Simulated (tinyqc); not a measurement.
Temperature and repopulation: deformation-potential model of the Delta valleys of a conduction band.

Valleys with axes along x, y and z, each a pair at +k and -k. Herring-Vogt shift of a valley with unit axis a: dE = Xd tr(e) + Xu a.e.a. Non-degenerate shares n_i = exp(-dE_i/kT)/sum_j exp(-dE_j/kT). Inverse mass tensor of a valley: (1 - a a)/mt + a a/ml; the masses are taken as independent of strain.

s11 = (C11 + C12)/((C11 - C12)(C11 + 2 C12)), s12 = -C12/((C11 - C12)(C11 + 2 C12)), s44 = 1/C44; exx = s11 sxx + s12 (syy + szz) and cyclic, exy = s44 sxy/2; tension is positive. A uniaxial stress X along the unit vector n is s_ij = X n_i n_j. Biaxial (001) means sxx = syy = X.

Constants: kB = 8.617333262e-05 eV/K.

Values chosen for the exercise (near those of Si; the results hold for these values, not for the real material):
- ml = 0.894 m0 (longitudinal mass)
- mt = 0.197 m0 (transverse mass)
- Xd = 1.02 eV (dilation potential)
- Xu = 9.01 eV (uniaxial potential)
- C11 = 159.6 GPa
- C12 = 62.7 GPa
- C44 = 83.5 GPa
- load = biaxial (001) (kind of stress)
- X = 1.86 GPa (stress)

The load is fixed; m_c along [100] as 1/(u.M.u).

Results:
```
T (K)  kT (meV)    n x    n y    n z  m_c (m0)
50         4.31  0.000  0.000  1.000    0.1970
77         6.64  0.000  0.000  1.000    0.1970
150       12.93  0.000  0.000  1.000    0.1970
225       19.39  0.000  0.000  1.000    0.1970
300       25.85  0.001  0.001  0.998    0.1972
400       34.47  0.007  0.007  0.987    0.1980
500       43.09  0.017  0.017  0.965    0.1997
```

The largest share falls from 1.000 at 50 K to 0.965 at 500 K (equal shares: 0.333); m_c goes from 0.1970 to 0.1997, against 0.2662 without stress. Only spread/kT enters, so the small-stress response goes as 1/T.

(tinyqc, `OMP_NUM_THREADS=1 python tinyqc.py 1080173 1080174 out.jsonl`, Intel(R) Xeon(R) Processor @ 2.30GHz, 1 thread, shared host, about 0.04 s.)
